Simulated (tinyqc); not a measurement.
From results back to parameters: electrons shared among three sets of ellipsoidal valleys. Three cases, with inputs chosen for the exercise.

Problem. With Boltzmann statistics n(L)/n(Gamma) = R exp(-dE/kB T), where R = N_2/N_1 does not depend on T. Two ratios were computed from hidden R and dE.

Constants: kB = 8.617333262e-05 eV/K.

Find: dE; R.

Method. dE = kB ln(ratio_b/ratio_a)/(1/Ta - 1/Tb); then R = ratio_a exp(dE/kB Ta).

Case 1.

Values chosen (out of a larger set: masses and offsets near those of InP; mobilities are free inputs, held fixed; not measured data): Ta = 300 K; Tb = 600 K.

ratio at Ta = 1.17118e-10
ratio at Tb = 5.91523e-05

Solution.

dE = 0.679 eV
R = 29.9

Case 2.

Values chosen (out of a larger set: masses and offsets near those of GaSb; mobilities are free inputs, held fixed; not measured data): Ta = 300 K; Tb = 600 K.

ratio at Ta = 2.55898
ratio at Tb = 12.4979

Solution.

dE = 0.082 eV
R = 61.0

Case 3.

Values chosen (out of a larger set: masses and offsets near those of InP; mobilities are free inputs, held fixed; not measured data): Ta = 300 K; Tb = 500 K.

ratio at Ta = 7.79274e-10
ratio at Tb = 1.35464e-05

Solution.

dE = 0.631 eV
R = 31.0

Computed by tinyqc, one run a case: `OMP_NUM_THREADS=1 python tinyqc.py N N+1 out.jsonl` with N = 1682029, 1682270, 1682271; one thread of a shared Intel(R) Xeon(R) Processor @ 2.30GHz, about 0.02 s a run at most.
